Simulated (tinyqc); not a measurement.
Stretching all distances: RHF, UHF, MP2, CISD and CCSD against full CI in the 3-21g basis, for H3+, spin multiplicity 1. Computed by the program tinyqc with PySCF. Command: `OMP_NUM_THREADS=1 python tinyqc.py 110471 110472 out.jsonl`; one thread of a shared host (Intel(R) Xeon(R) Processor @ 2.60GHz), about 4 s.

Geometry (angstrom):
```
atom,x,y,z
H,0.0000,0.0000,0.0000
H,0.0000,0.0000,0.7590
H,0.0000,0.6570,0.3790
```

All coordinates are multiplied by the scale. c0^2 is the weight of the RHF determinant in the lowest singlet FCI state (UHF is spin-contaminated and may lie near states of higher spin) and n(LUMO) the first natural occupation beyond the occupied space.

Full CI energy (hartree) and errors against it (kcal/mol):
```
scale,distance 1-2 (angstrom),E(FCI),RHF,UHF,MP2,CISD,CCSD,<S^2> UHF,c0^2,n(LUMO)
0.890,0.676,-1.25276,16.534,16.534,3.982,0.000,0.000,0.000,0.990,0.009
1.080,0.820,-1.29852,18.339,18.339,4.652,0.000,0.000,0.000,0.986,0.013
1.270,0.964,-1.29154,20.005,20.005,5.363,0.000,0.000,0.000,0.981,0.018
1.460,1.108,-1.26649,21.609,21.609,6.145,0.000,0.000,0.000,0.975,0.024
1.640,1.245,-1.23932,23.222,23.222,6.968,0.000,0.000,0.000,0.968,0.032
1.830,1.389,-1.21099,25.207,25.207,7.940,0.000,0.000,0.000,0.958,0.041
2.020,1.533,-1.18363,27.617,27.617,9.034,0.000,0.000,0.000,0.947,0.052
2.210,1.677,-1.15752,30.525,30.154,10.254,0.000,0.000,0.130,0.933,0.066
```

UHF parts from RHF first at scale 2.21 of those listed, where <S^2> leaves zero. The weight c0^2 goes from 0.99 to 0.93 and n(LUMO) from 0.01 to 0.07: static correlation grows as the bonds break into open-shell fragments. The spread of the error along the curve, which distorts its shape, is CISD 0.0, CCSD 0.0, MP2 6.3, UHF 13.6, RHF 14.0 kcal/mol. With two electrons CISD and CCSD are exact.
